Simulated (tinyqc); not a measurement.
Inside a calculation. Method: tight binding, dimerised chain. One step of it, computed by the program tinyqc.

Problem. Open chain of 4 cells. The same hoppings without the wrap-around bond.

H of the open chain (eV), lower triangle:
```
           1          2          3          4          5          6          7         8
1   0.000000
2  -1.660000   0.000000
3   0.000000  -1.420000   0.000000
4   0.000000   0.000000  -1.660000   0.000000
5   0.000000   0.000000   0.000000  -1.420000   0.000000
6   0.000000   0.000000   0.000000   0.000000  -1.660000   0.000000
7   0.000000   0.000000   0.000000   0.000000   0.000000  -1.420000   0.000000
8   0.000000   0.000000   0.000000   0.000000   0.000000   0.000000  -1.660000  0.000000
```

Give: levels; weights of the highest filled level on the sites.

Solution.

levels (eV): -2.8987  -2.3784  -1.5917  -0.6920  0.6920  1.5917  2.3784  2.8987

weights of the highest filled level on the sites: 0.1864  0.0324  0.1739  0.1074  0.1074  0.1739  0.0324  0.1864

The bulk gap runs from -0.2400 to 0.2400 eV; no level of this chain lies inside it.
